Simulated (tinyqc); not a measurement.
## Trapped share and trap depth from dynamic on-resistance

Question. Traps remove the share ft of the electrons in the drain access (length Ld, sheet resistance Rsh before stress), so Ron grows by Rsh Ld ft/(1 - ft). The recovery time goes as T^(-2) exp(q Ea/(kB T)). Find ft and Ea.

Inputs (values chosen for the exercise):

| symbol | value | unit | meaning |
|---|---|---|---|
| Ld | 4 | um | drain access length |

Constants: q = 1.602176634e-19 C, kB = 1.380649e-23 J/K. Results are converted to the units shown.

Ron before and just after an off-state stress (ohm mm): [5.2866205, 6.0107160]
Rsh = 724.09546 ohm
recovery times at 300 and 390 K (s): [36, 0.012903611]

Solution. The rise of Ron over Rsh Ld is ft/(1 - ft); ln(t T^2) is linear in 1/T.

ft = 0.200
Ea = 0.830 eV

Computed by the program tinyqc: `OMP_NUM_THREADS=1 python tinyqc.py 2570101 2570102 out.jsonl`, one thread of a shared Intel Xeon 2.30GHz, about 0.01 s for the whole run.
